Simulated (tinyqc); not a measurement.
CIS and TDHF on RHF in the sto-3g basis, for BeH2, spin multiplicity 1, step by step (part 1 of 2). Computed by tinyqc, a small Python program that keeps every step (integrals from PySCF). Settings: charge = 0, multiplicity = 1, basis = sto-3g, method = RHF, energy threshold = 1e-10, iteration cap = 62, orthogonalisation = symmetric, start = core, DIIS depth = 6, TDHF = 1. Command: `OMP_NUM_THREADS=1 python tinyqc.py 21699 21700 out.jsonl` (the two numbers bound the seeds that draw the settings). One thread of a shared host (Intel(R) Xeon(R) Processor @ 2.60GHz), about 0.06 s of CPU time with the checks. Later iterations appear only in the table of the cycle.

## One-electron integrals

Geometry (angstrom):
```
atom,x,y,z
Be,0.0000,0.0000,0.0000
H,0.0000,1.3080,0.0000
H,0.0000,-1.3820,0.0000
```

Basis sto-3g: exponents (1/bohr^2) and contraction coefficients of normalised primitives:
```
element,l (shell),exponent,coefficient
Be,s (1),30.1679,0.1543
Be,s (1),5.4951,0.5353
Be,s (1),1.4872,0.4446
Be,s (2),1.3148,-0.1000
Be,s (2),0.3055,0.3995
Be,s (2),0.0994,0.7001
Be,p (3),1.3148,0.1559
Be,p (3),0.3055,0.6077
Be,p (3),0.0994,0.3920
H,s (1),3.4253,0.1543
H,s (1),0.6239,0.5353
H,s (1),0.1689,0.4446
```

Overlap, kinetic and nuclear-attraction integrals over the contracted functions; the nuclear repulsion is the sum of Za Zb / Rab.

nuclear repulsion = 3.346626 hartree

overlap S:
```
,1Be 1s,1Be 2s,1Be 2px,1Be 2py,1Be 2pz,2H 1s,3H 1s
1Be 1s,1.0000,0.2595,0.0000,0.0000,0.0000,0.0746,0.0633
1Be 2s,0.2595,1.0000,0.0000,0.0000,0.0000,0.4730,0.4431
1Be 2px,0.0000,0.0000,1.0000,0.0000,0.0000,0.0000,0.0000
1Be 2py,0.0000,0.0000,0.0000,1.0000,0.0000,0.5347,-0.5138
1Be 2pz,0.0000,0.0000,0.0000,0.0000,1.0000,0.0000,0.0000
2H 1s,0.0746,0.4730,0.0000,0.5347,0.0000,1.0000,0.0344
3H 1s,0.0633,0.4431,0.0000,-0.5138,0.0000,0.0344,1.0000
```

kinetic energy T (hartree):
```
,1Be 1s,1Be 2s,1Be 2px,1Be 2py,1Be 2pz,2H 1s,3H 1s
1Be 1s,6.6940,-0.0330,0.0000,0.0000,0.0000,-0.0166,-0.0158
1Be 2s,-0.0330,0.2111,0.0000,0.0000,0.0000,0.0742,0.0628
1Be 2px,0.0000,0.0000,0.6606,0.0000,0.0000,0.0000,0.0000
1Be 2py,0.0000,0.0000,0.0000,0.6606,0.0000,0.2048,-0.1800
1Be 2pz,0.0000,0.0000,0.0000,0.0000,0.6606,0.0000,0.0000
2H 1s,-0.0166,0.0742,0.0000,0.2048,0.0000,0.7600,-0.0093
3H 1s,-0.0158,0.0628,0.0000,-0.1800,0.0000,-0.0093,0.7600
```

nuclear attraction V (hartree):
```
,1Be 1s,1Be 2s,1Be 2px,1Be 2py,1Be 2pz,2H 1s,3H 1s
1Be 1s,-15.3486,-2.1036,0.0000,-0.0020,0.0000,-0.6050,-0.5119
1Be 2s,-2.1036,-3.0498,0.0000,-0.0089,0.0000,-1.4168,-1.2961
1Be 2px,0.0000,0.0000,-2.9542,0.0000,0.0000,0.0000,0.0000
1Be 2py,-0.0020,-0.0089,0.0000,-3.1862,0.0000,-1.5689,1.4677
1Be 2pz,0.0000,0.0000,0.0000,0.0000,-2.9542,0.0000,0.0000
2H 1s,-0.6050,-1.4168,0.0000,-1.5689,0.0000,-3.0270,-0.1189
3H 1s,-0.5119,-1.2961,0.0000,1.4677,0.0000,-0.1189,-2.9448
```

core Hamiltonian H = T + V (hartree):
```
,1Be 1s,1Be 2s,1Be 2px,1Be 2py,1Be 2pz,2H 1s,3H 1s
1Be 1s,-8.6546,-2.1366,0.0000,-0.0020,0.0000,-0.6216,-0.5277
1Be 2s,-2.1366,-2.8387,0.0000,-0.0089,0.0000,-1.3426,-1.2333
1Be 2px,0.0000,0.0000,-2.2936,0.0000,0.0000,0.0000,0.0000
1Be 2py,-0.0020,-0.0089,0.0000,-2.5257,0.0000,-1.3641,1.2876
1Be 2pz,0.0000,0.0000,0.0000,0.0000,-2.2936,0.0000,0.0000
2H 1s,-0.6216,-1.3426,0.0000,-1.3641,0.0000,-2.2670,-0.1282
3H 1s,-0.5277,-1.2333,0.0000,1.2876,0.0000,-0.1282,-2.1847
```

## Two-electron integrals

Functions are numbered as in S; the eight-fold symmetry (ij|kl) = (ji|kl) = (kl|ij) leaves the list below.

Two-electron integrals (ij|kl) in chemists' order, unique and non-zero (hartree):
```
i,j,k,l,(ij|kl)
1,1,1,1,2.2988
2,1,1,1,0.3920
2,1,2,1,0.0795
2,2,1,1,0.5710
2,2,2,1,0.1430
2,2,2,2,0.4177
3,1,3,1,0.0146
3,2,3,1,0.0219
3,2,3,2,0.0923
3,3,1,1,0.5696
3,3,2,1,0.1431
3,3,2,2,0.4176
3,3,3,3,0.4499
4,1,4,1,0.0146
4,2,4,1,0.0219
4,2,4,2,0.0923
4,3,4,3,0.0242
4,4,1,1,0.5696
4,4,2,1,0.1431
4,4,2,2,0.4176
4,4,3,3,0.4014
4,4,4,4,0.4499
5,1,5,1,0.0146
5,2,5,1,0.0219
5,2,5,2,0.0923
5,3,5,3,0.0242
5,4,5,4,0.0242
5,5,1,1,0.5696
5,5,2,1,0.1431
5,5,2,2,0.4176
5,5,3,3,0.4014
5,5,4,4,0.4014
5,5,5,5,0.4499
6,1,1,1,0.1117
6,1,2,1,0.0226
6,1,2,2,0.0410
6,1,3,3,0.0407
6,1,4,1,0.0020
6,1,4,2,0.0038
6,1,4,4,0.0416
6,1,5,5,0.0407
6,1,6,1,0.0068
6,2,1,1,0.2361
6,2,2,1,0.0598
6,2,2,2,0.1861
6,2,3,3,0.1795
6,2,4,1,0.0079
6,2,4,2,0.0454
6,2,4,4,0.1992
6,2,5,5,0.1795
6,2,6,1,0.0188
6,2,6,2,0.1169
6,3,3,1,0.0059
6,3,3,2,0.0266
6,3,4,3,0.0082
6,3,6,3,0.0118
6,4,1,1,0.2414
6,4,2,1,0.0620
6,4,2,2,0.2025
6,4,3,3,0.1906
6,4,4,1,0.0130
6,4,4,2,0.0712
6,4,4,4,0.2262
6,4,5,5,0.1906
6,4,6,1,0.0205
6,4,6,2,0.1456
6,4,6,4,0.1889
6,5,5,1,0.0059
6,5,5,2,0.0266
6,5,5,4,0.0082
6,5,6,5,0.0118
6,6,1,1,0.4003
6,6,2,1,0.1033
6,6,2,2,0.3570
6,6,3,3,0.3312
6,6,4,1,0.0172
6,6,4,2,0.1230
6,6,4,4,0.4085
6,6,5,5,0.3312
6,6,6,1,0.0336
6,6,6,2,0.2767
6,6,6,4,0.3680
6,6,6,6,0.7746
7,1,1,1,0.0946
7,1,2,1,0.0192
7,1,2,2,0.0348
7,1,3,3,0.0345
7,1,4,1,-0.0017
7,1,4,2,-0.0032
7,1,4,4,0.0353
7,1,5,5,0.0345
7,1,6,1,0.0052
7,1,6,2,0.0135
7,1,6,4,0.0133
7,1,6,6,0.0228
7,1,7,1,0.0049
7,2,1,1,0.2146
7,2,2,1,0.0545
7,2,2,2,0.1714
7,2,3,3,0.1651
7,2,4,1,-0.0072
7,2,4,2,-0.0426
7,2,4,4,0.1839
7,2,5,5,0.1651
7,2,6,1,0.0144
7,2,6,2,0.0595
7,2,6,4,0.0580
7,2,6,6,0.1052
7,2,7,1,0.0145
7,2,7,2,0.1018
7,3,3,1,0.0052
7,3,3,2,0.0238
7,3,4,3,-0.0075
7,3,6,3,0.0048
7,3,7,3,0.0098
7,4,1,1,-0.2250
7,4,2,1,-0.0578
7,4,2,2,-0.1909
7,4,3,3,-0.1796
7,4,4,1,0.0117
7,4,4,2,0.0665
7,4,4,4,-0.2134
7,4,5,5,-0.1796
7,4,6,1,-0.0147
7,4,6,2,-0.0600
7,4,6,4,-0.0557
7,4,6,6,-0.1039
7,4,7,1,-0.0162
7,4,7,2,-0.1294
7,4,7,4,0.1706
7,5,5,1,0.0052
7,5,5,2,0.0238
7,5,5,4,-0.0075
7,5,6,5,0.0048
7,5,7,5,0.0098
7,6,1,1,0.0218
7,6,2,1,0.0054
7,6,2,2,0.0151
7,6,3,3,0.0149
7,6,4,1,-1.67e-05
7,6,4,2,-1.29e-04
7,6,4,4,0.0156
7,6,5,5,0.0149
7,6,6,1,0.0015
7,6,6,2,0.0068
7,6,6,4,0.0075
7,6,6,6,0.0134
7,6,7,1,0.0013
7,6,7,2,0.0064
7,6,7,4,-0.0073
7,6,7,6,0.0006
7,7,1,1,0.3799
7,7,2,1,0.0982
7,7,2,2,0.3450
7,7,3,3,0.3199
7,7,4,1,-0.0157
7,7,4,2,-0.1185
7,7,4,4,0.3948
7,7,5,5,0.3199
7,7,6,1,0.0256
7,7,6,2,0.1110
7,7,6,4,0.1061
7,7,6,6,0.1967
7,7,7,1,0.0270
7,7,7,2,0.2564
7,7,7,4,-0.3471
7,7,7,6,0.0134
7,7,7,7,0.7746
```

## Orthogonalisation

S = U s U^T; symmetric (Loewdin) form X = U s^(-1/2) U^T, so that X^T S X = 1.

eigenvalues of S: 0.2385  0.3489  0.9380  1.0000  1.0000  1.7145  1.7601

X:
```
,1Be 1s,1Be 2s,1Be 2px,1Be 2py,1Be 2pz,2H 1s,3H 1s
1Be 1s,1.0284,-0.1530,0.0000,0.0004,0.0000,0.0166,0.0191
1Be 2s,-0.1530,1.2593,0.0000,0.0258,0.0000,-0.3373,-0.2915
1Be 2px,0.0000,0.0000,1.0000,0.0000,0.0000,0.0000,0.0000
1Be 2py,0.0004,0.0258,0.0000,1.3854,0.0000,-0.4703,0.4328
1Be 2pz,0.0000,0.0000,0.0000,0.0000,1.0000,0.0000,0.0000
2H 1s,0.0166,-0.3373,0.0000,-0.4703,0.0000,1.3338,-0.1065
3H 1s,0.0191,-0.2915,0.0000,0.4328,0.0000,-0.1065,1.2837
```

## Starting guess

The start is the orbitals of the core Hamiltonian; D = 2 C_occ C_occ^T.

D at the start:
```
,1Be 1s,1Be 2s,1Be 2px,1Be 2py,1Be 2pz,2H 1s,3H 1s
1Be 1s,2.1296,-0.4586,0.0000,0.0177,0.0000,-0.0673,-0.0450
1Be 2s,-0.4586,1.5428,0.0000,-0.0878,0.0000,0.3058,0.2219
1Be 2px,0.0000,0.0000,0.0000,0.0000,0.0000,0.0000,0.0000
1Be 2py,0.0177,-0.0878,0.0000,1.9766,0.0000,0.0341,0.0151
1Be 2pz,0.0000,0.0000,0.0000,0.0000,0.0000,0.0000,0.0000
2H 1s,-0.0673,0.3058,0.0000,0.0341,0.0000,0.0622,0.0450
3H 1s,-0.0450,0.2219,0.0000,0.0151,0.0000,0.0450,0.0325
```

## Iteration 1: building the Fock matrix

J_ij = sum D_kl (ij|kl), K_ij = sum D_kl (ik|jl); F = H + J - 0.5 K; E = tr D H + tr D J / 2 - 0.25 tr D K + E_nn.

Coulomb J (hartree):
```
,1Be 1s,1Be 2s,1Be 2px,1Be 2py,1Be 2pz,2H 1s,3H 1s
1Be 1s,6.8078,1.3340,0.0000,0.0000,0.0000,0.3824,0.3242
1Be 2s,1.3340,2.7787,0.0000,0.0039,0.0000,1.2450,1.1359
1Be 2px,0.0000,0.0000,2.7337,0.0000,0.0000,0.0000,0.0000
1Be 2py,0.0000,0.0039,0.0000,2.8585,0.0000,1.3539,-1.2614
1Be 2pz,0.0000,0.0000,0.0000,0.0000,2.7337,0.0000,0.0000
2H 1s,0.3824,1.2450,0.0000,1.3539,0.0000,2.3820,0.1040
3H 1s,0.3242,1.1359,0.0000,-1.2614,0.0000,0.1040,2.2630
```

exchange K (hartree):
```
,1Be 1s,1Be 2s,1Be 2px,1Be 2py,1Be 2pz,2H 1s,3H 1s
1Be 1s,4.6876,0.8263,0.0000,-0.0005,0.0000,0.2529,0.2164
1Be 2s,0.8263,1.0597,0.0000,-0.0019,0.0000,0.5942,0.5391
1Be 2px,0.0000,0.0000,0.2287,0.0000,0.0000,0.0000,0.0000
1Be 2py,-0.0005,-0.0019,0.0000,1.1341,0.0000,0.5984,-0.5435
1Be 2pz,0.0000,0.0000,0.0000,0.0000,0.2287,0.0000,0.0000
2H 1s,0.2529,0.5942,0.0000,0.5984,0.0000,0.7686,0.0460
3H 1s,0.2164,0.5391,0.0000,-0.5435,0.0000,0.0460,0.6441
```

Fock matrix F (hartree):
```
,1Be 1s,1Be 2s,1Be 2px,1Be 2py,1Be 2pz,2H 1s,3H 1s
1Be 1s,-4.1906,-1.2158,0.0000,-0.0017,0.0000,-0.3657,-0.3116
1Be 2s,-1.2158,-0.5898,0.0000,-0.0041,0.0000,-0.3947,-0.3670
1Be 2px,0.0000,0.0000,0.3258,0.0000,0.0000,0.0000,0.0000
1Be 2py,-0.0017,-0.0041,0.0000,-0.2342,0.0000,-0.3093,0.2980
1Be 2pz,0.0000,0.0000,0.0000,0.0000,0.3258,0.0000,0.0000
2H 1s,-0.3657,-0.3947,0.0000,-0.3093,0.0000,-0.2693,-0.0472
3H 1s,-0.3116,-0.3670,0.0000,0.2980,0.0000,-0.0472,-0.2437
```

total energy of this density = -15.106531 hartree

## Iteration 1: diagonalisation and new density

Diagonalise F' = X^T F X, C = X C', fill 3 alpha and 3 beta electrons from the bottom; D = 2 C_occ C_occ^T. Each column has its largest component positive (the first on a tie).

F' = X^T F X (hartree):
```
,1,2,3,4,5,6,7
1,-4.0837,-0.6581,0.0000,0.0015,0.0000,-0.0719,-0.0491
2,-0.6581,-0.0858,0.0000,0.0242,0.0000,-0.3329,-0.2916
3,0.0000,0.0000,0.3258,0.0000,0.0000,0.0000,0.0000
4,0.0015,0.0242,0.0000,0.2256,0.0000,-0.4560,0.4229
5,0.0000,0.0000,0.0000,0.0000,0.3258,0.0000,0.0000
6,-0.0719,-0.3329,0.0000,-0.4560,0.0000,0.1555,-0.1232
7,-0.0491,-0.2916,0.0000,0.4229,0.0000,-0.1232,0.1232
```

orbital energies (hartree): MO1 -4.1951, MO2 -0.4022, MO3 -0.3768, MO4 0.3258, MO5 0.3258, MO6 0.4382, MO7 0.8707

coefficients C:
```
,MO1,MO2,MO3,MO4,MO5,MO6,MO7
1Be 1s,0.9902,-0.2297,0.0394,0.0000,0.0000,-0.2154,-0.0186
1Be 2s,0.0364,0.5711,-0.1139,0.0000,0.0000,1.1996,0.1705
1Be 2px,0.0000,0.0000,0.0000,0.9954,-0.0959,0.0000,0.0000
1Be 2py,0.0002,0.0938,0.5414,0.0000,0.0000,-0.1110,1.4192
1Be 2pz,0.0000,0.0000,0.0000,0.0959,0.9954,0.0000,0.0000
2H 1s,-0.0015,0.4415,0.2993,0.0000,0.0000,-0.7352,-1.1405
3H 1s,-0.0021,0.3045,-0.4339,0.0000,0.0000,-0.8979,0.9190
```

D after iteration 1:
```
,1Be 1s,1Be 2s,1Be 2px,1Be 2py,1Be 2pz,2H 1s,3H 1s
1Be 1s,2.0697,-0.1992,0.0000,0.0000,0.0000,-0.1821,-0.1783
1Be 2s,-0.1992,0.6810,0.0000,-0.0162,0.0000,0.4359,0.4465
1Be 2px,0.0000,0.0000,0.0000,0.0000,0.0000,0.0000,0.0000
1Be 2py,0.0000,-0.0162,0.0000,0.6037,0.0000,0.4069,-0.4127
1Be 2pz,0.0000,0.0000,0.0000,0.0000,0.0000,0.0000,0.0000
2H 1s,-0.1821,0.4359,0.0000,0.4069,0.0000,0.5689,0.0091
3H 1s,-0.1783,0.4465,0.0000,-0.4127,0.0000,0.0091,0.5620
```

Within a degenerate level the vectors are fixed only up to a rotation; this is one choice.

## Iteration 7 (converged): orbitals

converged F (hartree):
```
,1Be 1s,1Be 2s,1Be 2px,1Be 2py,1Be 2pz,2H 1s,3H 1s
1Be 1s,-4.5170,-1.2880,0.0000,-0.0004,0.0000,-0.3805,-0.3238
1Be 2s,-1.2880,-0.6313,0.0000,-0.0113,0.0000,-0.4295,-0.4006
1Be 2px,0.0000,0.0000,0.2121,0.0000,0.0000,0.0000,0.0000
1Be 2py,-0.0004,-0.0113,0.0000,-0.2342,0.0000,-0.3390,0.3283
1Be 2pz,0.0000,0.0000,0.0000,0.0000,0.2121,0.0000,0.0000
2H 1s,-0.3805,-0.4295,0.0000,-0.3390,0.0000,-0.3276,-0.0480
3H 1s,-0.3238,-0.4006,0.0000,0.3283,0.0000,-0.0480,-0.2951
```

As before.

F' = X^T F X (hartree):
```
,1,2,3,4,5,6,7
1,-4.4078,-0.6893,0.0000,0.0046,0.0000,-0.0688,-0.0437
2,-0.6893,-0.0913,0.0000,0.0124,0.0000,-0.3502,-0.3189
3,0.0000,0.0000,0.2121,0.0000,0.0000,0.0000,0.0000
4,0.0046,0.0124,0.0000,0.2780,0.0000,-0.4874,0.4637
5,0.0000,0.0000,0.0000,0.0000,0.2121,0.0000,0.0000
6,-0.0688,-0.3502,0.0000,-0.4874,0.0000,0.1137,-0.1257
7,-0.0437,-0.3189,0.0000,0.4637,0.0000,-0.1257,0.0961
```

orbital energies (hartree): MO1 -4.5204, MO2 -0.4566, MO3 -0.4171, MO4 0.2121, MO5 0.2121, MO6 0.4537, MO7 0.9290

coefficients C:
```
,MO1,MO2,MO3,MO4,MO5,MO6,MO7
1Be 1s,0.9918,-0.2199,0.0399,0.0000,0.0000,-0.2191,-0.0085
1Be 2s,0.0317,0.5482,-0.1138,0.0000,0.0000,1.2169,0.1152
1Be 2px,0.0000,0.0000,0.0000,0.9836,-0.1802,0.0000,0.0000
1Be 2py,-0.0001,0.0953,0.4938,0.0000,0.0000,-0.0502,1.4398
1Be 2pz,0.0000,0.0000,0.0000,0.1802,0.9836,0.0000,0.0000
2H 1s,-0.0026,0.4642,0.3209,0.0000,0.0000,-0.7808,-1.0943
3H 1s,-0.0032,0.3088,-0.4767,0.0000,0.0000,-0.8460,0.9453
```

D after iteration 7:
```
,1Be 1s,1Be 2s,1Be 2px,1Be 2py,1Be 2pz,2H 1s,3H 1s
1Be 1s,2.0671,-0.1872,0.0000,-0.0026,0.0000,-0.1836,-0.1802
1Be 2s,-0.1872,0.6289,0.0000,-0.0078,0.0000,0.4357,0.4468
1Be 2px,0.0000,0.0000,0.0000,0.0000,0.0000,0.0000,0.0000
1Be 2py,-0.0026,-0.0078,0.0000,0.5058,0.0000,0.4054,-0.4119
1Be 2pz,0.0000,0.0000,0.0000,0.0000,0.0000,0.0000,0.0000
2H 1s,-0.1836,0.4357,0.0000,0.4054,0.0000,0.6369,-0.0192
3H 1s,-0.1802,0.4468,0.0000,-0.4119,0.0000,-0.0192,0.6452
```

Within a degenerate level the vectors are fixed only up to a rotation; this is one choice.

## Convergence

Stop when the energy changes by less than 1e-10 hartree and every element of the error matrix X^T (F D S - S D F) X is below 3e-06.

Course of the cycle:
```
iteration,E (hartree),change,largest element of the error matrix
1,-15.106531,-,5.61e-01
2,-15.554822,-4.48e-01,5.85e-02
3,-15.558034,-3.21e-03,1.58e-03
4,-15.558039,-5.28e-06,2.73e-04
5,-15.558039,-1.60e-07,1.39e-05
6,-15.558039,-1.78e-10,4.88e-07
7,-15.558039,-3.02e-13,1.12e-08
```

PySCF RHF in the same basis = -15.558039 hartree

Converged in 7 iterations.

## Populations, bond orders and dipole

Mulliken: Z minus the diagonal of D S on the atom; Loewdin: the same with S^(1/2) D S^(1/2); Mayer order: 2 sum_s sum (D(s) S)_ij (D(s) S)_ji over the two atoms.

Charges (e):
```
atom,Mulliken,Loewdin
1Be,0.0881,0.0710
2H,-0.0454,-0.0359
3H,-0.0427,-0.0351
```

Mayer bond orders:
```
pair,order
2-1,0.9975
3-1,0.9977
3-2,4.70e-04
```

dipole moment about the origin, x y z (debye): 0.0000  0.0119  0.0000

## Integrals over molecular orbitals

(pq|rs) = sum C_ip C_jq C_kr C_ls (ij|kl), one index at a time.

one-electron integrals over orbitals h = C^T H C (hartree):
```
,1,2,3,4,5,6,7
1,-8.6430,0.2203,-0.0409,0.0000,0.0000,0.1947,0.0055
2,0.2203,-2.4610,-0.0143,0.0000,0.0000,-0.1690,-0.0499
3,-0.0409,-0.0143,-2.4066,0.0000,0.0000,0.0631,-0.2772
4,0.0000,0.0000,0.0000,-2.2936,0.0000,0.0000,0.0000
5,0.0000,0.0000,0.0000,0.0000,-2.2936,0.0000,0.0000
6,0.1947,-0.1690,0.0631,0.0000,0.0000,-1.9154,0.0072
7,0.0055,-0.0499,-0.2772,0.0000,0.0000,0.0072,-1.8042
```

Two-electron integrals over orbitals (pq|rs), unique and non-zero (hartree):
```
p,q,r,s,(pq|rs)
1,1,1,1,2.2715
2,1,1,1,-0.1948
2,1,2,1,0.0259
2,2,1,1,0.4870
2,2,2,1,-0.0053
2,2,2,2,0.4234
3,1,1,1,0.0352
3,1,2,1,-0.0035
3,1,2,2,0.0066
3,1,3,1,0.0065
3,2,1,1,-1.36e-04
3,2,2,1,0.0033
3,2,2,2,0.0624
3,2,3,1,0.0125
3,2,3,2,0.1407
3,3,1,1,0.4547
3,3,2,1,-0.0039
3,3,2,2,0.3868
3,3,3,1,-0.0043
3,3,3,2,-0.0513
3,3,3,3,0.4537
4,1,4,1,0.0158
4,2,4,1,0.0150
4,2,4,2,0.0482
4,3,4,1,-0.0028
4,3,4,2,-0.0062
4,3,4,3,0.0156
4,4,1,1,0.5692
4,4,2,1,-0.0079
4,4,2,2,0.3689
4,4,3,1,0.0014
4,4,3,2,3.63e-04
4,4,3,3,0.3546
4,4,4,4,0.4499
5,1,5,1,0.0158
5,2,5,1,0.0150
5,2,5,2,0.0482
5,3,5,1,-0.0028
5,3,5,2,-0.0062
5,3,5,3,0.0156
5,4,5,4,0.0242
5,5,1,1,0.5692
5,5,2,1,-0.0079
5,5,2,2,0.3689
5,5,3,1,0.0014
5,5,3,2,3.63e-04
5,5,3,3,0.3546
5,5,4,4,0.4014
5,5,5,5,0.4499
6,1,1,1,-0.1822
6,1,2,1,0.0245
6,1,2,2,-0.0072
6,1,3,1,-0.0050
6,1,3,2,-0.0008
6,1,3,3,-0.0036
6,1,4,4,-0.0048
6,1,5,5,-0.0048
6,1,6,1,0.0239
6,2,1,1,0.1089
6,2,2,1,-0.0065
6,2,2,2,-0.0306
6,2,3,1,1.87e-04
6,2,3,2,-0.0189
6,2,3,3,-0.0394
6,2,4,4,0.0512
6,2,5,5,0.0512
6,2,6,1,-0.0039
6,2,6,2,0.0754
6,3,1,1,-0.0330
6,3,2,1,0.0009
6,3,2,2,-0.0322
6,3,3,1,-0.0025
6,3,3,2,-0.0851
6,3,3,3,0.0433
6,3,4,4,-0.0160
6,3,5,5,-0.0160
6,3,6,1,0.0012
6,3,6,2,-0.0060
6,3,6,3,0.0863
6,4,4,1,0.0163
6,4,4,2,0.0463
6,4,4,3,-0.0098
6,4,6,4,0.0507
6,5,5,1,0.0163
6,5,5,2,0.0463
6,5,5,3,-0.0098
6,5,6,5,0.0507
6,6,1,1,0.4752
6,6,2,1,-0.0067
6,6,2,2,0.3911
6,6,3,1,2.10e-04
6,6,3,2,-0.0097
6,6,3,3,0.4110
6,6,4,4,0.3663
6,6,5,5,0.3663
6,6,6,1,-0.0060
6,6,6,2,-0.0321
6,6,6,3,0.0158
6,6,6,6,0.4119
7,1,1,1,-0.0068
7,1,2,1,0.0032
7,1,2,2,0.0077
7,1,3,1,0.0107
7,1,3,2,0.0188
7,1,3,3,-0.0076
7,1,4,4,-3.69e-05
7,1,5,5,-3.69e-05
7,1,6,1,-1.58e-04
7,1,6,2,-0.0011
7,1,6,3,-0.0017
7,1,6,6,-0.0018
7,1,7,1,0.0211
7,2,1,1,0.0287
7,2,2,1,-0.0006
7,2,2,2,-0.0213
7,2,3,1,0.0035
7,2,3,2,-0.0418
7,2,3,3,0.0082
7,2,4,4,0.0120
7,2,5,5,0.0120
7,2,6,1,-0.0011
7,2,6,2,0.0260
7,2,6,3,0.0558
7,2,6,6,-0.0030
7,2,7,1,0.0071
7,2,7,2,0.0599
7,3,1,1,0.1373
7,3,2,1,-0.0050
7,3,2,2,-0.0043
7,3,3,1,-4.09e-04
7,3,3,2,-4.94e-04
7,3,3,3,-0.0199
7,3,4,4,0.0585
7,3,5,5,0.0585
7,3,6,1,-0.0031
7,3,6,2,0.0679
7,3,6,3,-0.0257
7,3,6,6,-0.0252
7,3,7,1,-0.0022
7,3,7,2,0.0104
7,3,7,3,0.0795
7,4,4,1,0.0009
7,4,4,2,0.0054
7,4,4,3,0.0129
7,4,6,4,0.0020
7,4,7,4,0.0167
7,5,5,1,0.0009
7,5,5,2,0.0054
7,5,5,3,0.0129
7,5,6,5,0.0020
7,5,7,5,0.0167
7,6,1,1,-0.0031
7,6,2,1,0.0025
7,6,2,2,0.0539
7,6,3,1,0.0108
7,6,3,2,0.1312
7,6,3,3,-0.0544
7,6,4,4,0.0007
7,6,5,5,0.0007
7,6,6,1,-0.0009
7,6,6,2,-0.0156
7,6,6,3,-0.0930
7,6,6,6,-0.0140
7,6,7,1,0.0164
7,6,7,2,-0.0551
7,6,7,3,0.0034
7,6,7,6,0.1391
7,7,1,1,0.5754
7,7,2,1,-0.0086
7,7,2,2,0.4331
7,7,3,1,0.0024
7,7,3,2,0.0182
7,7,3,3,0.4383
7,7,4,4,0.3904
7,7,5,5,0.3904
7,7,6,1,-0.0088
7,7,6,2,-0.0365
7,7,6,3,-0.0050
7,7,6,6,0.4330
7,7,7,1,0.0006
7,7,7,2,-0.0131
7,7,7,3,-0.0084
7,7,7,6,0.0125
7,7,7,7,0.4880
```

## CIS matrix, singlets

A(ia,jb) = (e_a - e_i) d_ij d_ab + 2 (ia|jb) - (ij|ab).

CIS matrix A, singlet (hartree):
```
,1>4,1>5,1>6,1>7,2>4,2>5,2>6,2>7,3>4,3>5,3>6,3>7
1>4,4.1948,0.0000,0.0000,0.0000,0.0379,0.0000,0.0000,0.0000,-0.0070,0.0000,0.0000,0.0000
1>5,0.0000,4.1948,0.0000,0.0000,0.0000,0.0379,0.0000,0.0000,0.0000,-0.0070,0.0000,0.0000
1>6,0.0000,0.0000,4.5468,0.0028,0.0000,0.0000,-0.0011,-0.0047,0.0000,0.0000,0.0021,-0.0171
1>7,0.0000,0.0000,0.0028,4.9163,0.0000,0.0000,-0.0047,0.0228,0.0000,0.0000,-0.0142,-0.0069
2>4,0.0379,0.0000,0.0000,0.0000,0.3961,0.0000,0.0000,0.0000,-0.0127,0.0000,0.0000,0.0000
2>5,0.0000,0.0379,0.0000,0.0000,0.0000,0.3961,0.0000,0.0000,0.0000,-0.0127,0.0000,0.0000
2>6,0.0000,0.0000,-0.0011,-0.0047,0.0000,0.0000,0.6699,-0.0019,0.0000,0.0000,-0.0022,0.0045
2>7,0.0000,0.0000,-0.0047,0.0228,0.0000,0.0000,-0.0019,1.0722,0.0000,0.0000,-0.0196,0.0026
3>4,-0.0070,0.0000,0.0000,0.0000,-0.0127,0.0000,0.0000,0.0000,0.3059,0.0000,0.0000,0.0000
3>5,0.0000,-0.0070,0.0000,0.0000,0.0000,-0.0127,0.0000,0.0000,0.0000,0.3059,0.0000,0.0000
3>6,0.0000,0.0000,0.0021,-0.0142,0.0000,0.0000,-0.0022,-0.0196,0.0000,0.0000,0.6325,0.0030
3>7,0.0000,0.0000,-0.0171,-0.0069,0.0000,0.0000,0.0045,0.0026,0.0000,0.0000,0.0030,1.0668
```

## CIS singlet states

dipole integrals <i|r|a> (bohr):
```
,x,y,z
1>4,0.1497,0.0000,0.0274
1>5,-0.0274,0.0000,0.1497
1>6,0.0000,-0.0089,0.0000
1>7,0.0000,0.1348,0.0000
2>4,0.9331,0.0000,0.1709
2>5,-0.1709,0.0000,0.9331
2>6,0.0000,-0.1587,0.0000
2>7,0.0000,-0.5890,0.0000
3>4,-0.1812,0.0000,-0.0332
3>5,0.0332,0.0000,-0.1812
3>6,0.0000,-1.1258,0.0000
3>7,0.0000,0.0755,0.0000
```

Diagonalise A (1 hartree = 27.211386 eV); each vector has its largest component positive (the first on a tie). The transition dipole is mu = sqrt2 sum c_ia <i|r|a>.

singlet excitation energies (eV): 8.2755  8.2755  10.8159  10.8159  17.1813  18.2321  29.0037  29.2208  114.1583  114.1583  123.7274  133.7859

lowest vectors:
```
,state 1,state 2,state 3,state 4,state 5,state 6
1>4,0.0005,-0.0001,-0.0004,-0.0101,0.0000,0.0000
1>5,0.0001,0.0005,-0.0101,0.0004,0.0000,0.0000
1>6,0.0000,0.0000,0.0000,0.0000,-0.0005,0.0003
1>7,0.0000,0.0000,0.0000,0.0000,0.0031,0.0009
2>4,0.1344,-0.0218,0.0384,0.9899,0.0000,0.0000
2>5,0.0218,0.1344,0.9899,-0.0384,0.0000,0.0000
2>6,0.0000,0.0000,0.0000,0.0000,0.0612,0.9980
2>7,0.0000,0.0000,0.0000,0.0000,0.0446,0.0019
3>4,0.9779,-0.1589,-0.0053,-0.1361,0.0000,0.0000
3>5,0.1589,0.9779,-0.1361,0.0053,0.0000,0.0000
3>6,0.0000,0.0000,0.0000,0.0000,0.9971,-0.0614
3>7,0.0000,0.0000,0.0000,0.0000,-0.0077,-0.0109
```

oscillator strengths 2/3 w |mu|^2: 0.0012  0.0012  0.4917  0.4917  1.1301  0.0074

Within a degenerate level the vectors are fixed only up to a rotation; this is one choice.
